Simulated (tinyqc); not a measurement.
Millisecond and nanosecond annealing: surface heating, thermal budget and solid-phase regrowth: one step, computed by the program tinyqc. Command: `OMP_NUM_THREADS=1 python tinyqc.py 3028774 3028775 out.jsonl flash walk`. One thread of a shared host (Intel(R) Xeon(R) Processor @ 2.30GHz), about 0.01 s of CPU time with the checks.

A square pulse heats the surface of a thick wafer with constant thermal properties; losses by radiation are neglected and silicon melts at 1414 C.

Question. Peak temperature. Absorbed flux q = (1 - R) fluence/t_p; kappa = k/c. With f(z, t) = (2 q/k) sqrt(kappa t) ierfc(z/(2 sqrt(kappa t))), ierfc(x) = exp(-x^2)/sqrt(pi) - x erfc(x): T = T0 + f(z, t) during the pulse and T0 + f(z, t) - f(z, t - t_p) after it. At the surface the rise at the end of the pulse is 2 q sqrt(t_p/(pi k c)); the fluence that just melts the surface scales with (1414 - T0).

Inputs (values chosen for the exercise, modelled on hot silicon with phosphorus):
```
quantity                     value        unit
incident fluence              36.2      J/cm^2
pulse length t_p            0.0028           s
reflectance R                 0.55           -
thermal conductivity k        0.25    W/(cm K)
heat capacity per volume c    2.31  J/(cm^3 K)
preheat temperature T0         800           C
```

Source: flash lamp.

Give: absorbed flux q; kappa; thermal length sqrt(kappa t_p); peak temperature; fluence at the melting threshold.

Answer.

absorbed flux q = 5818 W/cm^2

kappa = 0.1082 cm^2/s

thermal length sqrt(kappa t_p) = 174.1 um

peak temperature = 1257 C

fluence at the melting threshold = 48.62 J/cm^2
